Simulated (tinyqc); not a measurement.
Swing of the coupled dose with resist thickness: standing waves and exposure in a photoresist film.

Normal incidence from air. Unexposed resist: N1 = n1 + i k1 with k1 = (A + B) lam/(4 pi), lam in micrometres. r01 = (1 - N1)/(1 + N1), t01 = 2/(1 + N1). Below the resist lie the layer Na = na + i ka and the substrate Ns = ns + i ks: r12 = (r1a + ras x)/(1 + r1a ras x), x = exp(4 pi i Na da/lam), r1a = (N1 - Na)/(N1 + Na), ras = (Na - Ns)/(Na + Ns). With p = exp(2 pi i N1 d/lam), the field at depth z is E(z) = t01 [exp(2 pi i N1 z/lam) + r12 p^2 exp(-2 pi i N1 z/lam)]/(1 + r01 r12 p^2), the relative intensity I(z) = n1 |E(z)|^2 and the reflectance R = |(r01 + r12 p^2)/(1 + r01 r12 p^2)|^2.

Parameters, chosen for this exercise (a resist on Si, indices near tabulated ones; the results hold for these values, not for the real material):
- lam = 248 nm (vacuum wavelength)
- n1 = 1.756 (resist index)
- A = 0.04 1/micrometre (bleachable absorption (Dill A))
- B = 0.83 1/micrometre (fixed absorption (Dill B))
- d = 458 nm (resist thickness)
- ns = 1.566 (substrate n)
- ks = 3.477 (substrate k)
- na = 1.851 (n of the bottom antireflection layer)
- ka = 0.354 (its k)
- da = 81 nm (its thickness)

The mean of I is taken over 800 depths; the relative dose to clear is taken as 1/(mean of I over the lowest period, 60 depths), scaled to 1 in the first row.

Swing:

| d (nm) | R | mean I | relative dose |
|---|---|---|---|
| 458.0 | 0.1025 | 0.7911 | 1.000 |
| 469.8 | 0.1564 | 0.7368 | 1.074 |
| 481.5 | 0.1504 | 0.7341 | 1.074 |
| 493.3 | 0.0892 | 0.7810 | 1.012 |
| 505.1 | 0.0270 | 0.8321 | 0.959 |
| 516.8 | 0.0341 | 0.8251 | 0.979 |
| 528.6 | 0.0996 | 0.7661 | 1.062 |
| 540.4 | 0.1508 | 0.7166 | 1.137 |
| 552.2 | 0.1449 | 0.7147 | 1.138 |
| 563.9 | 0.0874 | 0.7575 | 1.076 |
| 575.7 | 0.0290 | 0.8034 | 1.024 |
| 599.2 | 0.0970 | 0.7426 | 1.129 |

Give the missing row, d (nm) = 587.5.

Computed row:
```
d (nm)       R  mean I  relative dose
587.5   0.0358  0.7962          1.045
```

The period is 70.6 nm, six rows. The relative dose swings between 0.959 and 1.138, a ratio (max - min)/mean of 0.170, against the estimate 4 sqrt(|r01|^2 |r12|^2) exp(-(A + B) d) = 0.160 for the oscillating part alone; the ratio from the table also holds the slow rise from absorption, 12.9 % over two periods, so the two are not strictly comparable. The dose is least sensitive to thickness at an extremum; the lowest dose listed is at 505.1 nm.

(tinyqc, `OMP_NUM_THREADS=1 python tinyqc.py 1651781 1651782 out.jsonl`, Intel(R) Xeon(R) Processor @ 2.30GHz, 1 thread, shared host, about 0.01 s.)
